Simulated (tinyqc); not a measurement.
Inside a calculation. Method: Hueckel theory of the pi electrons with the omega technique, for the molecule C=CC(=C)C(=C)F (SMILES; centres numbered as the heavy atoms are written). Computed by tinyqc, a small Python program that keeps every step. Settings: charge = 0, omega = 1.4, damping = 0.7. Command: `OMP_NUM_THREADS=1 python tinyqc.py 25415 25416 out.jsonl` (the two numbers bound the seeds that draw the settings). One thread of a shared host (Intel(R) Xeon(R) Processor @ 2.60GHz), about 0.02 s of CPU time with the checks.

## The Hueckel matrix

Centres:
```
centre  z_r, pi electrons of the neutral centre         h
1C                                            1  0.000000
2C                                            1  0.000000
3C                                            1  0.000000
4C                                            1  0.000000
5C                                            1  0.000000
6C                                            1  0.000000
7F                                            2  3.010000
```

Bonds:
```
i  j         k
1  2         1
2  3         1
3  4         1
3  5         1
5  6         1
5  7  0.620000
```

H_rr = alpha + h_r beta, H_rs = k_rs beta for bonded centres.

Hueckel matrix in units of beta (H = alpha + beta A), order 1C, 2C, 3C, 4C, 5C, 6C, 7F:
```
[[0.000000, 1.000000, 0.000000, 0.000000, 0.000000, 0.000000, 0.000000],
 [1.000000, 0.000000, 1.000000, 0.000000, 0.000000, 0.000000, 0.000000],
 [0.000000, 1.000000, 0.000000, 1.000000, 1.000000, 0.000000, 0.000000],
 [0.000000, 0.000000, 1.000000, 0.000000, 0.000000, 0.000000, 0.000000],
 [0.000000, 0.000000, 1.000000, 0.000000, 0.000000, 1.000000, 0.620000],
 [0.000000, 0.000000, 0.000000, 0.000000, 1.000000, 0.000000, 0.000000],
 [0.000000, 0.000000, 0.000000, 0.000000, 0.620000, 0.000000, 3.010000]]
```

## Orbitals, round 1

pi electrons, sum of z_r less the charge = 8

Diagonalise; E = alpha + x beta with beta < 0, so the largest x are filled first; degenerate levels share their electrons. P = sum n_i c_ri c_si; each orbital has its largest coefficient positive (the first on a tie).

x values: [3.166827, 1.874528, 0.954533, 0.509056, -0.523164, -1.024078, -1.947702]

occupations: [2.000000, 2.000000, 2.000000, 2.000000, 0.000000, 0.000000, 0.000000]

coefficients, order 1C, 2C, 3C, 4C, 5C, 6C, 7F:
```
[[0.010767, 0.248627, 0.507195, -0.425626, 0.454965, -0.492814, 0.223172],
 [0.034097, 0.466057, 0.484135, -0.216668, -0.238021, 0.504680, -0.434673],
 [0.097213, 0.625011, -0.045073, 0.315330, -0.330440, -0.024018, 0.623441],
 [0.030697, 0.333423, -0.047220, 0.619440, 0.631619, 0.023453, -0.320091],
 [0.243061, 0.372119, -0.479938, -0.242252, -0.220723, -0.503537, -0.459514],
 [0.076752, 0.198514, -0.502799, -0.475884, 0.421901, 0.491698, 0.235926],
 [0.960916, -0.203188, 0.144766, 0.060056, 0.038733, 0.077389, 0.057466]]
```

charge and bond-order matrix P, order 1C, 2C, 3C, 4C, 5C, 6C, 7F:
```
[[1.000671, 0.908023, -0.001265, -0.408742, -0.090356, -0.004573, 0.015383],
 [0.908023, 0.999407, 0.408925, -0.001265, 0.003700, -0.090356, -0.009717],
 [-0.001265, 0.408925, 1.003107, 0.817667, 0.402900, 0.008273, -0.042338],
 [-0.408742, -0.001265, 0.817667, 0.996098, 0.008273, -0.404989, -0.015770],
 [-0.090356, 0.003700, 0.402900, 0.008273, 0.973157, 0.898246, 0.147847],
 [-0.004573, -0.090356, 0.008273, -0.404989, 0.898246, 1.049143, -0.135902],
 [0.015383, -0.009717, -0.042338, -0.015770, 0.147847, -0.135902, 1.978417]]
```

## Omega technique, round 1

h_r = h_r(0) + omega q_r, omega = 1.4, with q_r = z_r - P_rr; 0.7 of the old diagonal is kept.

matrix after round 1, order 1C, 2C, 3C, 4C, 5C, 6C, 7F:
```
[[-0.000282, 1.000000, 0.000000, 0.000000, 0.000000, 0.000000, 0.000000],
 [1.000000, 0.000249, 1.000000, 0.000000, 0.000000, 0.000000, 0.000000],
 [0.000000, 1.000000, -0.001305, 1.000000, 1.000000, 0.000000, 0.000000],
 [0.000000, 0.000000, 1.000000, 0.001639, 0.000000, 0.000000, 0.000000],
 [0.000000, 0.000000, 1.000000, 0.000000, 0.011274, 1.000000, 0.620000],
 [0.000000, 0.000000, 0.000000, 0.000000, 1.000000, -0.020640, 0.000000],
 [0.000000, 0.000000, 0.000000, 0.000000, 0.620000, 0.000000, 3.019065]]
```

## Orbitals, round 2

As before.

x values: [3.175734, 1.875370, 0.952177, 0.505568, -0.525842, -1.026243, -1.946764]

occupations: [2.000000, 2.000000, 2.000000, 2.000000, 0.000000, 0.000000, 0.000000]

coefficients, order 1C, 2C, 3C, 4C, 5C, 6C, 7F:
```
[[0.010640, 0.248316, 0.510610, -0.421054, 0.458434, -0.490002, 0.223504],
 [0.033792, 0.465754, 0.486335, -0.212990, -0.240935, 0.502722, -0.435046],
 [0.096665, 0.625029, -0.047654, 0.313426, -0.331680, -0.026039, 0.623536],
 [0.030454, 0.333575, -0.050134, 0.621965, 0.628800, 0.025333, -0.320024],
 [0.242863, 0.373648, -0.481639, -0.250108, -0.213887, -0.501367, -0.457994],
 [0.075981, 0.197071, -0.495097, -0.475303, 0.423369, 0.498574, 0.237780],
 [0.961102, -0.202556, 0.144476, 0.061694, 0.037409, 0.076841, 0.057182]]
```

charge and bond-order matrix P, order 1C, 2C, 3C, 4C, 5C, 6C, 7F:
```
[[0.999566, 0.908043, -0.000137, -0.408647, -0.090508, -0.005859, 0.015445],
 [0.908043, 0.999911, 0.408888, -0.000922, 0.002534, -0.090389, -0.009480],
 [-0.000137, 0.408888, 1.001025, 0.817534, 0.403158, 0.010281, -0.042493],
 [-0.408647, -0.000922, 0.817534, 1.003106, 0.001247, -0.405498, -0.014339],
 [-0.090508, 0.002534, 0.403158, 0.001247, 0.986251, 0.898846, 0.145432],
 [-0.005859, -0.090389, 0.010281, -0.405498, 0.898846, 1.031288, -0.135491],
 [0.015445, -0.009480, -0.042493, -0.014339, 0.145432, -0.135491, 1.978852]]
```

## Omega technique, round 2

As before.

matrix after round 2, order 1C, 2C, 3C, 4C, 5C, 6C, 7F:
```
[[-0.000015, 1.000000, 0.000000, 0.000000, 0.000000, 0.000000, 0.000000],
 [1.000000, 0.000212, 1.000000, 0.000000, 0.000000, 0.000000, 0.000000],
 [0.000000, 1.000000, -0.001344, 1.000000, 1.000000, 0.000000, 0.000000],
 [0.000000, 0.000000, 1.000000, -0.000158, 0.000000, 0.000000, 0.000000],
 [0.000000, 0.000000, 1.000000, 0.000000, 0.013667, 1.000000, 0.620000],
 [0.000000, 0.000000, 0.000000, 0.000000, 1.000000, -0.027589, 0.000000],
 [0.000000, 0.000000, 0.000000, 0.000000, 0.620000, 0.000000, 3.025227]]
```

## Convergence

Each round sets h_r = h_r(0) + omega (z_r - P_rr), keeping the share named as damping of the old diagonal; repeat until output and input diagonals agree to 1e-6.

Rounds:
```
round    sum n x  largest |h(out) - h(in)|
1      13.009888                  6.88e-02
2      13.017697                  2.32e-02
3      13.023495                  1.41e-02
4      13.027572                  9.79e-03
5      13.030414                  6.79e-03
6      13.032392                  4.71e-03
7      13.033768                  3.27e-03
8      13.034724                  2.27e-03
9      13.035389                  1.58e-03
10     13.035851                  1.10e-03
11     13.036172                  7.63e-04
12     13.036395                  5.30e-04
13     13.036550                  3.68e-04
14     13.036658                  2.56e-04
15     13.036733                  1.78e-04
16     13.036785                  1.24e-04
17     13.036821                  8.60e-05
18     13.036846                  5.98e-05
19     13.036864                  4.16e-05
20     13.036876                  2.89e-05
21     13.036884                  2.01e-05
22     13.036890                  1.40e-05
23     13.036894                  9.70e-06
24     13.036897                  6.75e-06
25     13.036899                  4.69e-06
26     13.036900                  3.26e-06
27     13.036901                  2.27e-06
28     13.036902                  1.58e-06
29     13.036902                  1.10e-06
30     13.036903                  7.62e-07
```

Converged in 30 rounds.

## Energy, charges, bond orders

final x values: [3.194164, 1.874518, 0.949367, 0.500403, -0.530518, -1.029423, -1.948511]

occupations: [2.000000, 2.000000, 2.000000, 2.000000, 0.000000, 0.000000, 0.000000]

final P, order 1C, 2C, 3C, 4C, 5C, 6C, 7F:
```
[[1.000453, 0.908057, -0.001178, -0.408605, -0.090591, -0.005419, 0.015426],
 [0.908057, 0.999934, 0.408864, 0.000118, 0.001854, -0.090412, -0.009276],
 [-0.001178, 0.408864, 1.001937, 0.817468, 0.403313, 0.010326, -0.042465],
 [-0.408605, 0.000118, 0.817468, 1.002718, -0.001793, -0.405701, -0.013590],
 [-0.090591, 0.001854, 0.403313, -0.001793, 0.991670, 0.899106, 0.143750],
 [-0.005419, -0.090412, 0.010326, -0.405701, 0.899106, 1.024055, -0.134634],
 [0.015426, -0.009276, -0.042465, -0.013590, 0.143750, -0.134634, 1.979233]]
```

E = sum n x; q_r = z_r - P_rr; bond order p = P_rs; free valence = sqrt(3) - sum of p over the bonds of the atom.

pi energy = 8 alpha + this times beta = 13.036903

pi charges: [-0.000453, 0.000066, -0.001937, -0.002718, 0.008330, -0.024055, 0.020767]

Bond orders and lengths from R = 1.517 - 0.180 p (angstrom, C-C alone):
```
bond         p         R
1-2   0.908057  1.353550
2-3   0.408864  1.443405
3-4   0.817468  1.369856
3-5   0.403313  1.444404
5-6   0.899106  1.355161
5-7   0.143750         -
```

free valence of the carbons: [0.823994, 0.415131, 0.102406, 0.914583, 0.285882, 0.832945]

gap between the highest filled and the next level = 1.030921 |beta|
